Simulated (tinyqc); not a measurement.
Heat flow across a film from the phonon Boltzmann equation in the relaxation-time approximation: one step, computed by the program tinyqc.

Two black walls, hot at x = 0 and cold at x = L, emit phonons isotropically. For one free path Lambda, with tau = x/Lambda, tau_L = L/Lambda and phi = (T - T_cold)/Delta T, energy balance gives phi(tau) = (1/2) [E2(tau) + int_0^tau_L phi(s) E1(|tau - s|) ds]; E_n are the exponential integrals. The flux over the ballistic flux C v Delta T/4 is psi = 1 - 2 int_0^tau_L phi(s) E2(s) ds, and kappa_eff/kappa = (3/4) tau_L psi. kappa = C v Lambda/3 is an input, so at fixed kappa a longer free path means a smaller C v.

Question. The small linear system for Lambda_1. Cut the film into n equal cells with constant phi, collocated at the centres c_i: the kernel integrates to A_ij = |E2(|c_i - e_j|) - E2(|c_i - e_(j+1)|)|/2 for cell edges e_j, and A_ii = 1 - E2(half a cell); solve (1 - A) phi = E2(c)/2; psi = 1 - 2 sum_j phi_j [E3(e_j) - E3(e_(j+1))].

Inputs (values chosen for the exercise, modelled on indium phosphide): film thickness L = 61 nm; free path Lambda_1 = 75 nm; cells n in the small system = 4.

Give: optical thickness tau_L; 1 - A; right-hand side E2(c)/2; flux weights E3(e_j) - E3(e_(j+1)).

Answer.

optical thickness tau_L = 0.8133

1 - A:
$$\begin{pmatrix}
0.7195 & -0.1275 & -0.0713 & -0.0457 \\
-0.1275 & 0.7195 & -0.1275 & -0.0713 \\
-0.0713 & -0.1275 & 0.7195 & -0.1275 \\
-0.0457 & -0.0713 & -0.1275 & 0.7195
\end{pmatrix}$$

right-hand side E2(c)/2: [0.3598, 0.2323, 0.1610, 0.1153]

flux weights E3(e_j) - E3(e_(j+1)): [0.1500, 0.09533, 0.06589, 0.04714]
